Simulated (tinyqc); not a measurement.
Inside a calculation. Method: Hubbard chain of 2 sites. Computed by tinyqc, a small Python program that keeps every step. Settings: hopping = 1.53, U = 7.4, mixing = 0.5, iteration cap = 72. Command: `OMP_NUM_THREADS=1 python tinyqc.py 30903 30904 out.jsonl` (the two numbers bound the seeds that draw the settings). One thread of a shared host (Intel(R) Xeon(R) Processor @ 2.60GHz), about 0.1 s of CPU time with the checks. Later iterations appear only in the table of the cycle.

## Mean-field iteration 1

one-body matrix (hopping and site energies) (eV):
```
          1         2
1   0.00000  -1.53000
2  -1.53000   0.00000
```

U = 7.40000 eV

electrons, up and down: 1  1

mixing = 0.50000

n(up) at the start (a guess, not normalised): 1 0.55000, 2 0.45000

n(down) at the start (a guess): 1 0.45000, 2 0.55000

H(up) = T + U n(down), H(down) = T + U n(up); fill the lowest levels; n(new) = n + mixing (n(out) - n); E = tr T (rho up + rho down) + U sum n_up n_down of the output.

levels, up (eV): 2.12590  5.27410

levels, down (eV): 2.12590  5.27410

energy = 0.52131 eV

n(up) after iteration 1: 1 0.58376, 2 0.41624

n(down) after iteration 1: 1 0.41624, 2 0.58376

## Mean-field iteration 2

As before.

levels, up (eV): 2.04921  5.35079

levels, down (eV): 2.04921  5.35079

energy = 0.34224 eV

n(up) after iteration 2: 1 0.63575, 2 0.36425

n(down) after iteration 2: 1 0.36425, 2 0.63575

## Mean-field iteration 3

As before.

levels, up (eV): 1.86968  5.53032

levels, down (eV): 1.86968  5.53032

energy = 0.02750 eV

n(up) after iteration 3: 1 0.70509, 2 0.29491

n(down) after iteration 3: 1 0.29491, 2 0.70509

## Convergence

Each step fills the lowest levels of T + U n(other spin) and sets n(new) = n + mixing (n(out) - n); stop when output and input agree to 1e-8.

Course of the cycle:
```
iteration      E (eV)  largest |n(out) - n(in)|  mean |n_up - n_down|
1           0.5213072                  6.75e-02               0.23505
2           0.3422427                  1.04e-01               0.37549
3           0.0275025                  1.39e-01               0.54885
4          -0.3075116                  1.47e-01               0.70424
5          -0.5095420                  1.23e-01               0.80303
6          -0.5911020                  8.72e-02               0.85446
7          -0.6189514                  5.65e-02               0.88030
8          -0.6281167                  3.50e-02               0.89372
9          -0.6311460                  2.11e-02               0.90099
10         -0.6321583                  1.26e-02               0.90503
11         -0.6324998                  7.44e-03               0.90733
...               ...                       ...                   ...
27         -0.6326757                  1.44e-06               0.91050
28         -0.6326757                  8.43e-07               0.91050
29         -0.6326757                  4.93e-07               0.91050
30         -0.6326757                  2.89e-07               0.91050
31         -0.6326757                  1.69e-07               0.91050
32         -0.6326757                  9.90e-08               0.91050
33         -0.6326757                  5.80e-08               0.91050
34         -0.6326757                  3.39e-08               0.91050
35         -0.6326757                  1.99e-08               0.91050
36         -0.6326757                  1.16e-08               0.91050
37         -0.6326757                  6.81e-09               0.91050
```

local moments n_up - n_down: 1 0.91050, 2 -0.91050

Converged in 37 iterations. Before convergence this energy mixes input and output and is not variational, so it may rise towards its limit.

## The many-body Hamiltonian

Basis: all placements (u, d, 2, 0 on each site), up operators ordered before down ones; hops carry the sign of the same-spin electrons passed.

H (eV):
```
          20        ud        du        02
20   7.40000  -1.53000  -1.53000   0.00000
ud  -1.53000   0.00000   0.00000  -1.53000
du  -1.53000   0.00000   0.00000  -1.53000
02   0.00000  -1.53000  -1.53000   7.40000
```

## Exact diagonalisation (4 states)

Lowest levels of the sector, and the double occupancy of the lowest state.

lowest levels (eV): -1.10142  0.00000  7.40000  8.50142

double occupancy per site = 0.05735

The mean-field solution above lies 0.4687 eV above the exact energy.
